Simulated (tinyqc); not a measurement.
Surface potential of a MOS transistor: implicit equation and explicit approximations: two steps of the calculation.

p-type body, charge-sheet picture, depletion and inversion only, full ionisation (an idealisation for deep acceptors), Boltzmann statistics (rough once Na exp(x - xn) passes about Nc/7). In units of Vt: xg = (Vg - Vfb)/Vt, x = psi/Vt, G = gamma/sqrt(Vt), xn = (2 phiF + Vc)/Vt. The implicit equation is (xg - x)^2 = G^2 [x - 1 + exp(x - xn)] for x above about 3. Cox = eps0 eox/tox.

Problem 1. Explicit approximation. Depletion value a = 1 + [sqrt(G^2/4 + xg - 1) - G/2]^2; inversion value b = xn + ln[(xg - xn)^2/G^2 - xn + 1] and first guess y = min(a, b) - ln(1 + exp(-|a - b|)) if a > xn + 1, else b = y = a; one second-order correction with D = exp(y - xn), p = 2 (xg - y) + G^2 (1 + D), w = (xg - y)^2 - G^2 (y - 1 + D): z = y + 2 w/(p + sqrt(p^2 - 2 (2 - G^2 D) w)), or the Newton step z = y + w/p where the root is not real.

G = 28.317613
xn = 76.452959
xg = 342.33328

Give: a; b; y; p; w; z.

Solution 1.

a = 84.14
b = 78.99
y = 78.99
p = 1.146e4
w = -3317
z = 78.65

The root of the implicit equation is x = 78.6554; y misses it by 0.33 and z by -0.0072, in units of Vt.

Problem 2. New x. D = exp(x - xn), f = (xg - x)^2 - G^2 (x - 1 + D), f' = -2 (xg - x) - G^2 (1 + D), x(new) = x - f/f'.

x at the start = 84.14
G = 28.317613
xn = 76.452959
xg = 342.33328

Give: D; f; f'; x after iteration 1.

Solution 2.

D = 2180
f = -1.748e6
f' = -1.749e6
x after iteration 1 = 83.14

Numbers from tinyqc (`OMP_NUM_THREADS=1 python tinyqc.py 2122194 2122195 out.jsonl`; about 0.01 s on one thread of a shared Intel Xeon 2.30GHz).
